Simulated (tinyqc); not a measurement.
Inputs raised by 2 %, one at a time: scattering of inversion-layer electrons by surface optical phonons of the gate insulator (remote phonon scattering). Computed by tinyqc, a small Python program. Command: `OMP_NUM_THREADS=1 python tinyqc.py 3110957 3110958 out.jsonl sophonon sens`. One thread of a shared host (Intel(R) Xeon(R) Processor @ 2.30GHz), about 0.03 s of CPU time with the checks.

One subband with the Fang-Howard envelope; insulator and channel are half-spaces, the gate is far away, and an interlayer only moves the polar surface away by t (its own modes and its permittivity contrast are left out).

Inputs (values chosen for the exercise, modelled on HfO2 on silicon):
```
quantity                                   value        unit
static constant of the insulator eps_0s     22.1           -
intermediate constant eps_i                 6.65           -
optical constant eps_inf                       5           -
hbar omega_TO1                              12.2         meV
hbar omega_TO2                                49         meV
constant of the channel eps_s               11.7           -
in-plane mass m                            0.188         m_0
valleys g_v                                    2           -
sheet density n                          1.1e+12      1/cm^2
mean distance of the electrons z0 = 3/b      2.7          nm
interlayer thickness t                         0          nm
temperature T                                350           K
electron energy E                             91         meV
mobility from other processes                210  cm^2/(V s)
```

Screening by the channel electrons: none.

Constants: k_B = 8.617333262e-05 eV/K; hbar^2/(2 m_0) = 3.80998212 eV angstrom^2; e^2/(4 pi eps_0) = 14.39964548 eV angstrom; hbar = 6.582119569e-16 eV s; e = 1.602176634e-19 C; m_0 = 9.1093837015e-31 kg.

Method:
- eps(w) = eps_inf + (eps_0s - eps_i) w1^2/(w1^2 - w^2) + (eps_i - eps_inf) w2^2/(w2^2 - w^2). Surface modes solve eps(w) + eps_s = 0, a quadratic in w^2; the strength of a mode is g = 2/(w d eps/dw).
- Occupation N = 1/(exp(hbar w/(k_B T)) - 1).
- Density of states D = g_v m/(pi hbar^2); eta = E_F/(k_B T) = ln(exp(n/(D k_B T)) - 1); screening wave number q_s = e^2 D/(2 eps_0 eps_avg) x 1/(1 + exp(-eta)), eps_avg = (eps_s + eps_inf)/2; b = 3/z0.
- For a mode of strength g, without the occupation factor, Area x |M(q)|^2 = e^2 hbar w g/(2 eps_0 q) x (b/(b + q))^6 exp(-2 q t).
- Approximate momentum relaxation rate, taking tau v alike in the initial and final states: 1/tau = (m/(2 pi hbar^3)) sum over modes and over absorption (N, E' = E + hbar w) and emission (N + 1, E' = E - hbar w > 0) of [(1 - f(E'))/(1 - f(E))] int_0^(2 pi) Area |M(q)|^2 (1 - cos theta) d theta, q^2 = k^2 + k'^2 - 2 k k' cos theta, f the Fermi function; 48 midpoints in theta from 0 to pi.
- mu = (e/m) int tau E f (1 - f) dE/(k_B T int f dE), by 300 midpoints from 0 to (max(eta, 0) + 14) k_B T; Matthiessen sum with the other processes.

Runs; columns: (1) input moved; (2) from; (3) to; (4) remote-phonon mobility (cm^2/(V s)); (5) total mobility (cm^2/(V s)); (6) tau at E (fs); (7) loss of mobility (%):
```
(1)                                               (2)        (3)   (4)    (5)    (6)    (7)
base run                                            -          -  2979  196.2  423.8  6.584
intermediate constant eps_i                      6.65      6.783  2979  196.2  421.9  6.586
optical constant eps_inf                            5        5.1  3005  196.3  430.4  6.532
hbar omega_TO1 (meV)                             12.2     12.444  2978  196.2  423.3  6.587
hbar omega_TO2 (meV)                               49      49.98  2972  196.1  422.7  6.600
sheet density n (1/cm^2)                      1.1e+12  1.122e+12  2984  196.2  423.9  6.576
mean distance of the electrons z0 = 3/b (nm)      2.7      2.754  3100  196.7  441.5  6.344
temperature T (K)                                 350        357  3003  196.3  416.9  6.537
```

Exponents ln(y'/y) / ln(x'/x):
```
input                                    remote-phonon mobility  total mobility  tau at E  loss of mobility
intermediate constant eps_i                              -0.010          -0.001    -0.225             0.009
optical constant eps_inf                                  0.432           0.028     0.778            -0.404
hbar omega_TO1                                           -0.024          -0.002    -0.059             0.022
hbar omega_TO2                                           -0.126          -0.008    -0.126             0.118
sheet density n                                           0.071           0.005     0.017            -0.067
mean distance of the electrons z0 = 3/b                   2.010           0.130     2.070            -1.881
temperature T                                             0.393           0.026    -0.827            -0.367
```

To which inputs is each result most sensitive?

Among the inputs moved here: remote-phonon mobility answers most in size to mean distance of the electrons z0 = 3/b (exponent +2.010), next to optical constant eps_inf (+0.432). Total mobility answers most in size to mean distance of the electrons z0 = 3/b (exponent +0.130), next to optical constant eps_inf (+0.028). tau at E answers most in size to mean distance of the electrons z0 = 3/b (exponent +2.070), next to temperature T (-0.827). Loss of mobility answers most in size to mean distance of the electrons z0 = 3/b (exponent -1.881), next to optical constant eps_inf (-0.404).

Caution (all rows): a relaxation time is only an approximation for inelastic scattering, and static or no screening brackets the true dynamic screening only roughly.
